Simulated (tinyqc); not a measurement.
Undoped symmetric double-gate MOSFET, analytic potential model: two steps of the calculation.

An undoped body of thickness ts between two equal insulators and tied gates; long channel, electrons only, n = ni exp((psi - V)/Vt) with V the quasi-Fermi potential (0 at the source, Vd at the drain), constant mobility, no quantisation. Across the body psi(x) = V - 2 Vt ln[(ts/(2 beta)) sqrt(q ni/(2 eps0 eps_r Vt)) cos(2 beta x/ts)], x from the centre. Q is the electron charge per area of the whole body.

Inputs (values chosen for the exercise); material values those of a made-up semiconductor:
- T = 273 K (temperature)
- Eg = 1.01 eV (band gap)
- eps_r = 14.9 (relative permittivity of the semiconductor)
- Nc = 2.56e19 cm^-3 (conduction-band density of states at T)
- Nv = 1.75e19 cm^-3 (valence-band density of states at T)
- eox = 25.1 (relative permittivity of the gate insulator)
- tox = 12 nm (insulator thickness)
- ts = 10 nm (body thickness)
- dphi = 0.02 V (gate work function less that of the intrinsic body)
- mu = 100 cm^2/(V s) (channel mobility)
- L = 0.2 um (gate length)
- Vd = 0.05 V (drain voltage)

Constants: q = 1.602176634e-19 C, kB = 1.380649e-23 J/K, Vt = kB T/q, eps0 = 8.8541878128e-14 F/cm where lengths are in cm. Results are converted to the units shown.

Problem 1. Constants of the body. ni = sqrt(Nc Nv) exp(-Eg/(2 Vt)), Eg in volts; r = eps_r tox/(eox ts); V0 = dphi + 2 Vt ln[(2/ts) sqrt(2 eps0 eps_r Vt/(q ni))].

Wanted: ni; r; V0.

Solution 1.

ni = 1.0069e10 cm^-3
r = 0.71235
V0 = 0.46350 V

Problem 2. Charges and drain current. beta (between 0 and pi/2) solves (Vg - V0 - V)/(2 Vt) = ln(beta) - ln(cos beta) + 2 r beta tan(beta). Q = 8 eps0 eps_r Vt beta tan(beta)/ts; I = mu (1/L)(4 eps0 eps_r/ts)(2 Vt)^2 [g(beta_s) - g(beta_d)] per width, g = beta tan(beta) - beta^2/2 + r beta^2 tan^2(beta), with beta_s at V = 0 and beta_d at V = Vd.

beta_s = 0.030907512
beta_d = 0.010696679
r = 0.71235060

Wanted: Qs; Qd; g(beta_s); g(beta_d); I.

Solution 2.

Qs = 0.2373 nC/cm^2
Qd = 0.02841 nC/cm^2
g(beta_s) = 4.786e-4
g(beta_d) = 5.722e-5
I = 0.002461 uA/um

The term r beta^2 tan^2(beta), which gives the square law, makes up 0.136 % of g at the source.

tinyqc, about 0.03 s, one thread, Intel Xeon 2.30GHz (shared host): `OMP_NUM_THREADS=1 python tinyqc.py 2440157 2440158 out.jsonl`
